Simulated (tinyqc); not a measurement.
Inside a calculation. Model: resistance of a source-drain extension with a graded tip.

Program tinyqc, `OMP_NUM_THREADS=1 python tinyqc.py 2282159 2282160 out.jsonl`; Intel Xeon 2.30GHz, shared host, one thread, about 0.03 s. Printed values are rounded.

y runs along the channel, the gate covers y > 0. The doping is N0 for y < y0 and N0 10^(-(y - y0)/la) beyond, uniform over the depth xj. Sheet conductance s(y) = q mu(N) max(N - Nch, 0) xj + (for y > 0) ma Cox Vo, with mu(N) = u0 + (u1 - u0)/(1 + (N/Nr)^au) and Cox = eps0 eox/tox. Current is taken as one-dimensional; depletion of the tip, spreading and the contact are left out. The metallurgical junction lies at yj, where N = Nch.

Inputs (values chosen for the exercise); mobility law close to that of electrons in silicon: relative permittivity of the gate insulator (close to hafnium oxide) eox = 22.6; insulator thickness tox = 3 nm; active doping of the extension far from the gate N0 = 1.9e20 cm^-3; lateral abruptness la = 4.4 nm/decade; position under the gate where the fall begins (gate edge at 0) y0 = -0.4 nm; depth of the extension xj = 23 nm; channel doping Nch = 1.1e18 cm^-3; gate overdrive Vo = 0.6 V; mobility of the gate-induced layer ma = 120 cm^2/(V s); mobility at low doping u1 = 1414 cm^2/(V s); mobility at high doping u0 = 68.5 cm^2/(V s); reference doping Nr = 9.2e16 cm^-3; exponent au = 0.711; gate length Lg = 90 nm.

Constants: q = 1.602176634e-19 C, eps0 = 8.8541878128e-14 F/cm where lengths are in cm. Results are converted to the units shown.

## Sheet resistances and junction position

yj = y0 + la log10(N0/Nch); sheet resistance of the full extension 1/[q mu(N0)(N0 - Nch) xj] and of the gate-induced layer 1/(ma Cox Vo); metallurgical length Lg - 2 yj; ye is where the doped and the gate-induced conductances are equal.

yj = 9.44439 nm
sheet resistance of the extension = 193.117 ohm/square
sheet resistance of the induced layer = 2082.24 ohm/square
metallurgical length = 71.1112 nm
ye = 4.67622 nm
N at ye = 1.33373e19 cm^-3

The gate takes over 4.77 nm before the junction, where N is still 12.1 times the channel doping.

## Resistance of the overlapped part

Midpoint rule on 10 equal steps from 0 to yj: R_ov = sum h/s(y), per width.

```
point    y (nm)   N (cm^-3)  doped conductance (uS)  sheet resistance (ohm/square)
0      0.472219  1.20371e20                 3368.13                        259.849
1       1.41666  7.34305e19                 2133.06                        382.656
2       2.36110  4.47952e19                 1365.80                        541.696
3       3.30554  2.73266e19                 885.065                        732.431
4       4.24997  1.66702e19                 579.851                        943.305
5       5.19441  1.01694e19                 382.015                        1159.73
6       6.13885  6.20370e18                 249.517                        1370.30
7       7.08329  3.78448e18                 156.195                        1571.22
8       8.02773  2.30866e18                 85.5509                        1767.40
9       8.97217  1.40837e18                 26.9964                        1971.42
```

R_ov = 10.106 ohm um

The exact integral is 10.111 ohm um; the coarse sum is 0.055 % below it.
